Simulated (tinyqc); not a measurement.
Worked calculation: dopants and charged point defects at anneal temperature: Fermi-level effect, clustering and pairing. Computed by tinyqc, a small Python program that keeps every step. Command: `OMP_NUM_THREADS=1 python tinyqc.py 3018801 3018802 out.jsonl pairing walk`. One thread of a shared host (Intel(R) Xeon(R) Processor @ 2.30GHz), about 0.01 s of CPU time with the checks. Intermediate numbers are printed to about 5 digits and carried at full precision; extremes and crossings named in words are read from the listed rows.

Boltzmann statistics and full ionisation of active dopants. Energies are counted from the valence band; the defect (a vacancy or self-interstitial) has five charge states, with all degeneracy factors one.

Inputs (values chosen for the exercise, for a model semiconductor): gap at 0 K E_g0 = 3.74 eV; Varshni alpha = 0.000333 eV/K; Varshni beta = 735 K; electron mass m_e = 0.3 m_0; valleys M_c = 3; hole mass m_h = 2.24 m_0; anneal temperature T = 1540 K; total dopant density N = 3.3e+18 cm^-3; formation enthalpy of the neutral defect H_f = 4.09 eV; formation entropy S_f = 10 k_B; site density N_s = 3.2e+22 cm^-3; intrinsic dopant diffusivity D_i = 6.7e-17 cm^2/s; anneal time t = 200 s; pair binding energy E_b = 0.52 eV; pair configurations Z = 6; storage temperature T_2 = 330 K; impurity diffusion prefactor D_0 = 0.00016 cm^2/s; impurity migration energy E_m = 0.69 eV; dielectric constant eps = 7.86; active dopant density in the stored part N_2 = 1.1e+15 cm^-3.

Dopant: donor. Second part: pairing with a mobile impurity.

defect levels as fractions of E_g(T): (2+/+), (+/0), (0/-), (-/2-): [0.06, 0.15, 0.7, 0.81]

Constants: m_0 = 9.1093837015e-31 kg; k_B = 1.380649e-23 J/K; h = 6.62607015e-34 J s; k_B = 8.617333262e-05 eV/K; e^2/(4 pi eps_0) = 14.39964548 eV angstrom.

## The host at the anneal temperature

E_g = E_g0 - alpha T^2/(T + beta). N_c = 2 M_c (2 pi m_e k_B T/h^2)^(3/2) and N_v = 2 (2 pi m_h k_B T/h^2)^(3/2), masses in units of m_0. n_i = sqrt(N_c N_v) exp(-E_g/2 k_B T); E_i = E_g/2 + (k_B T/2) ln(N_v/N_c).

E_g = 3.3929 eV

k_B T = 0.13271 eV

n_i = 1.0533e+15 cm^-3

E_i = 1.8236 eV

effective density of states N_b of the majority band = 1.4387e+20 cm^-3

## Active dopant

No clustering: A = N.

active density A = 3.30e+18 cm^-3

## Carrier density and Fermi level

n = A/2 + sqrt(A^2/4 + n_i^2) for an active density A. chi = n/n_i (for acceptors n_i/p); E_F = E_i + k_B T ln chi; field enhancement h = 1 + A/sqrt(A^2 + 4 n_i^2).

n = 3.3000e+18 cm^-3

chi = 3133.0

E_F = 2.8919 eV

field enhancement h = 2.0000

The doping is 3130 n_i: extrinsic conditions.

## Charged defects

C_0 = N_s exp(S_f/k_B) exp(-H_f/k_B T). Ratios to the neutral state at E_F = E_i: r_+ = exp((E(+/0) - E_i)/k_B T), r_2+ = r_+ exp((E(2+/+) - E_i)/k_B T), r_- = exp((E_i - E(0/-))/k_B T), r_2- = r_- exp((E_i - E(-/2-))/k_B T); at other E_F state q scales as chi^(-q). The enhancement is sum r_q chi^(-q)/sum r_q. The charge on the defects is left out of neutrality.

neutral defects C_0 = 2.9056e+13 cm^-3

Charge states:
```
state     ratio r  intrinsic (cm^-3)  doped (cm^-3)
2+     2.4873e-10         7.2270e+03     7.3626e-04
+      4.9833e-05         1.4479e+09     4.6215e+05
0      1.0000e+00         2.9056e+13     2.9056e+13
-      1.5689e-02         4.5586e+11     1.4282e+15
2-     1.4785e-05         4.2959e+08     4.2168e+15
```

all defects, doped = 5.6741e+15 cm^-3

enhancement over intrinsic = 192.25

mean charge = -1.7380 e

Doping leaves the neutral state alone and multiplies the total by 192; the most common state is 2- (in intrinsic material 0).

## Dopant diffusivity

If every charge state of the defect carries the dopant equally well, D = D_i x enhancement x h x (active share A/N, a rough stand-in that overstates the dA/dN which immobile clusters call for), D_i being an input held fixed when T or H_f is moved; diffusion length 2 sqrt(D t).

effective diffusivity D = 2.5762e-14 cm^2/s

D/D_i = 384.51

diffusion length = 45.398 nm

Caution: so large an enhancement assumes that highly charged defects carry the dopant as well as neutral ones; measured enhancements are far smaller.

## Against doping

chi = n/n_i; h = 1 + A/sqrt(A^2 + 4 n_i^2); the dopant diffusivity over its intrinsic value is D/D_i = enhancement x h x A/N, if every charge state carries the dopant equally well.

Trend at the anneal temperature:
```
N (cm^-3)  active A (cm^-3)         chi  defect enhancement  mean charge       D/D_i
3.20e+13           3.20e+13  1.0153e+00          1.0002e+00      -0.0157  1.0154e+00
1.50e+14           1.50e+14  1.0737e+00          1.0011e+00      -0.0166  1.0722e+00
6.80e+14           6.80e+14  1.3736e+00          1.0058e+00      -0.0211  1.3147e+00
3.10e+15           3.10e+15  3.2508e+00          1.0349e+00      -0.0488  1.8908e+00
1.40e+16           1.40e+16  1.3366e+01          1.1936e+00      -0.1773  2.3738e+00
6.70e+16           6.70e+16  6.3626e+01          2.0262e+00      -0.5432  4.0513e+00
3.10e+17           3.10e+17  2.9432e+02          6.7914e+00      -1.0407  1.3583e+01
1.40e+18           1.40e+18  1.3292e+03          4.7230e+01      -1.5236  9.4460e+01
6.60e+18           6.60e+18  6.2661e+03          6.6928e+02      -1.8524  1.3386e+03
```

Well below n_i = 1.05e15 cm^-3 chi and the enhancement are near 1. At any doping d ln(enhancement)/d ln chi equals minus the mean charge, which goes from -0.02 to -1.85 over the rows.

## Pairing in storage

An oppositely charged mobile impurity (density M) pairs with the dopant: pairs/free = Z (N_2/N_s) exp(E_b/k_B T_2) for M << N_2; capture radius R = e^2/(4 pi eps eps_0 k_B T_2); D_m = D_0 exp(-E_m/k_B T_2); association rate 4 pi R D_m N_2; dissociation rate = association rate/(pairs/free); tau = 1/(sum of both). Trapping slows long-range motion to D_m/(1 + pairs/free).

pairs/free = 18.024

paired share = 0.94744

capture radius R = 64.423 angstrom

D_m = 4.6388e-15 cm^2/s

pairing time constant = 22935 s

effective diffusivity of the impurity = 2.4383e-16 cm^2/s

## Pairing against temperature

The formulas are those given above.

Equilibrium and kinetics:
```
T (K)  paired share  time constant (s)  D_m (cm^2/s)  effective D (cm^2/s)
270      9.9905e-01         4.3461e+06    2.1120e-17            2.0121e-20
300      9.9117e-01         2.4688e+05    4.0985e-16            3.6205e-18
340      9.1324e-01         1.1158e+04    9.4697e-15            8.2155e-16
380      6.1909e-01         7.0866e+02    1.1296e-13            4.3029e-14
430      2.0411e-01         2.2811e+01    1.3093e-12            1.0420e-12
480      5.6114e-02         1.0063e+00    9.1083e-12            8.5972e-12
550      1.1860e-02         2.9161e-02    7.6118e-11            7.5216e-11
650      2.2144e-03         6.8518e-04    7.1483e-10            7.1325e-10
```

Half the impurity is paired at T = E_b/(k_B ln(N_s/(Z N_2))) = 392 K. The time constant at 300 K is 250000 s. Below 392 K pairs win, and the effective diffusivity has the activation energy E_m + E_b = 1.21 eV; above it the impurity is free and moves with E_m = 0.69 eV.

Checks made by the program: ratios against Boltzmann factors of formation energies at E_F (relative difference below 1e-10).
